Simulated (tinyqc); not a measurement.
Inside a calculation. Model: square-lattice Ising model by mean field, Bethe lattice, transfer matrix, exact enumeration and Monte Carlo steps. Computed by tinyqc, a small Python program that keeps every step. Command: `OMP_NUM_THREADS=1 python tinyqc.py 3002874 3002875 out.jsonl ising walk`. One thread of a shared host (Intel(R) Xeon(R) Processor @ 2.30GHz), about 0.3 s of CPU time with the checks. Intermediate numbers are printed to about 7 digits and carried at full precision; extremes and crossings named in words are read from the listed rows.

H = -J sum over nearest pairs s_i s_j, s = +-1, no field, periodic boundaries; energies per site are in J. As a lattice gas or an alloy, s marks which species holds the site.

Inputs (values chosen for the exercise, for a model lattice):
```
quantity                                                                 value  unit
coupling J                                                                18.1   meV
temperature T                                                              833     K
strip width w                                                                2     -
factor on the grid 1.5, 1.85, 2.1, 2.45, 2.65, 3.1, 3.6, 4.4 of k_B T/J   1.04     -
```

Enumerated cell: 3 x 6. Monte Carlo rule: heat bath.

Constants: k_B = 8.617333262e-05 eV/K.

## Reduced coupling

K = J/(k_B T). Onsager: k_B T_c/J = 2/ln(1 + sqrt 2); mean field: 4; Bethe lattice with z = 4: 2/ln 2.

K = 0.2521510

critical temperatures (K): exact 476.6237, Bethe 606.0525, mean field 840.1671

T lies above the exact and Bethe values but below the mean-field one.

## Three theories of the infinite lattice

K = J/(k_B T). Mean field: m = tanh(4 K m), u = -2 m^2. Bethe: cavity field h = 3 artanh(tanh K tanh h), m = tanh(4h/3), u = -2 (tanh K + tanh^2 h)/(1 + tanh K tanh^2 h). Exact: m = [1 - sinh(2K)^(-4)]^(1/8) below T_c; u = -coth(2K) [1 + (2/pi)(2 tanh^2(2K) - 1) K1(k)], k = 2 sinh(2K)/cosh^2(2K), K1 the complete elliptic integral of the first kind. The largest root is taken.

m, mean field = 0.1594275

u, mean field = -0.05083426

cavity field h = 0

m, Bethe = 0

u, Bethe = -0.4938791

m, exact = 0

u, exact = -0.5631805

Against the exact energy mean field misses by +0.512 J and Bethe by +0.069 J.

## Transfer matrix

Strip of w sites, periodic across (for w = 2 the pair is joined by two bonds): T(s, s') = exp(K [sum_i s_i s'_i + (r(s) + r(s'))/2]), r(s) = sum_i s_i s_(i+1).

T:
```
          ++        +-        -+        --
++  2.741771  1.000000  1.000000  1.000000
+-  1.000000  1.000000  0.364728  1.000000
-+  1.000000  0.364728  1.000000  1.000000
--  1.000000  1.000000  1.000000  2.741771
```

## Free energy and correlation length of the strip

With the eigenvalues l1 > l2: -f/(k_B T) = ln(l1)/w per site; xi = 1/ln(l1/l2) rows.

three largest eigenvalues: 4.879745  1.741771  0.635272

-f/(k_B T) = 0.7925465

correlation length xi = 0.9706940

xi/w = 0.485; for wide strips at T_c this ratio tends to 4/pi = 1.273, and T lies above T_c, where xi tends to a constant.

## Exact averages on the small cell

States of the 3 x 6 cell:
```
E (J)  |M|  count
-36     18      2
-28     16     36
-24      0      6
-24      6     12
-24     12     12
-24     14     72
-20      2     72
-20      4     72
-20      8     72
-20     10    108
-20     12    180
-20     14    234
-16      0    180
-16      2    216
-16      4    252
-16      6    396
-16      8    324
-16     10    504
-16     12    756
-12      0    624
-12      2   1296
-12      4   1116
-12      6   1392
-12      8   1944
-12     10   2124
-12     12    684
-8       0   2178
-8       2   4716
-8       4   5760
-8       6   5580
-8       8   5040
-8      10   2448
-4       0   7704
-4       2  15030
-4       4  13248
-4       6  11520
-4       8   6192
-4      10    936
0        0  13436
0        2  25020
0        4  20376
0        6  11004
0        8   2988
4        0  13068
4        2  23148
4        4  14328
4        6   5724
4        8    576
8        0   7650
8        2  12492
8        4   6804
8        6   1368
12       0   3120
12       2   4734
12       4   1476
12       6    132
16       0    576
16       2    684
16       4    216
20       0     72
20       2    108
24       0      6
```

Weights count x exp(-K E); N = 18; u = <E>/N, c = K^2 (<E^2> - <E>^2)/N in k_B, Binder U = 1 - <M^4>/(3 <M^2>^2).

ln Z / N = 0.7672935

u, cell = -0.6586018

heat capacity c, cell = 0.2376610

<|m|>, cell = 0.3860924

Binder cumulant U = 0.2612417

The cell energy lies -0.095 J from the infinite lattice: periodic images add correlation. <|m|> stays finite although the infinite lattice has m = 0.

## The methods across T_c

The grid values of k_B T/J times the given factor are rounded to 3 figures before use.

Order and energy:
```
k_B T/J     T (K)  m mean field    m Bethe    m exact  <|m|> cell    u Bethe    u exact     u cell     U cell
1.56     327.6652     0.9874361  0.9832985  0.9826498   0.9755776  -1.939278  -1.938177  -1.930236  0.6608151
1.92     403.2802     0.9647151  0.9434168  0.9337230   0.9077633  -1.811350  -1.797962  -1.772827  0.6392062
2.18     457.8911     0.9379942  0.8831911  0.8084377   0.8222281  -1.643625  -1.573447  -1.590631  0.6052394
2.55     535.6065     0.8815991  0.6998686  0.0000000   0.6810846  -1.248146  -1.065238  -1.299923  0.5308328
2.76     579.7153     0.8380389  0.4656948  0.0000000   0.6091974  -0.914186  -0.929337  -1.151658  0.4815653
3.22     676.3345     0.7031151  0.0000000  0.0000000   0.4914159  -0.601891  -0.738716  -0.901422  0.3788433
3.74     785.5562     0.4299769  0.0000000  0.0000000   0.4103553  -0.522370  -0.606007  -0.717163  0.2902690
4.58     961.9913     0.0000000  0.0000000  0.0000000   0.3396339  -0.429872  -0.473869  -0.539797  0.2037758
```

At k_B T/J = 1.56 all values of m agree within 0.012. At 2.55 the exact m is 0 while Bethe gives 0.70, mean field 0.88 and the cell 0.68: neglect of fluctuations raises T_c, and a finite cell rounds the transition. U falls from 0.661 (2/3 when ordered) to 0.204 (0 for a large disordered system).

## heat bath steps

start configuration, 5 x 5, rows and columns numbered from 1:
```
    1   2   3   4   5
1   1   1   1   1  -1
2   1   1   1   1  -1
3   1   1   1   1   1
4  -1  -1  -1   1  -1
5   1   1   1  -1   1
```

Random draws:
```
step  row  column       u
1       3       3  0.1242
2       1       2  0.5644
3       2       5  0.8873
4       4       2  0.0067
5       5       4  0.7119
6       5       1  0.3639
7       1       5  0.5453
8       2       3  0.4824
9       1       5  0.2154
10      2       4  0.2552
11      3       1  0.7391
12      4       4  0.9926
13      3       3  0.4147
14      2       3  0.2688
```

h is the sum of the four neighbours. Set s = +1 if u < p = 1/(1 + exp(-2 K h)), else -1.

Steps:
```
step  s before  h          p  s after
1            1  2  0.7327469        1
2            1  4  0.8825920        1
3           -1  2  0.7327469       -1
4           -1  0  0.5000000        1
5           -1  4  0.8825920        1
6            1  2  0.7327469        1
7           -1  2  0.7327469        1
8            1  4  0.8825920        1
9            1  2  0.7327469        1
10           1  2  0.7327469        1
11           1  2  0.7327469       -1
12           1  0  0.5000000       -1
13           1  2  0.7327469        1
14           1  4  0.8825920        1
```

configuration after the steps:
```
    1  2   3   4   5
1   1  1   1   1   1
2   1  1   1   1  -1
3  -1  1   1   1   1
4  -1  1  -1  -1  -1
5   1  1   1   1   1
```

5 of the 14 steps changed a spin; the sum of spins went from 11 to 13.

Checks made by the program: ln Z of the cell against the trace of a power of the transfer matrix (relative difference below 1e-10).
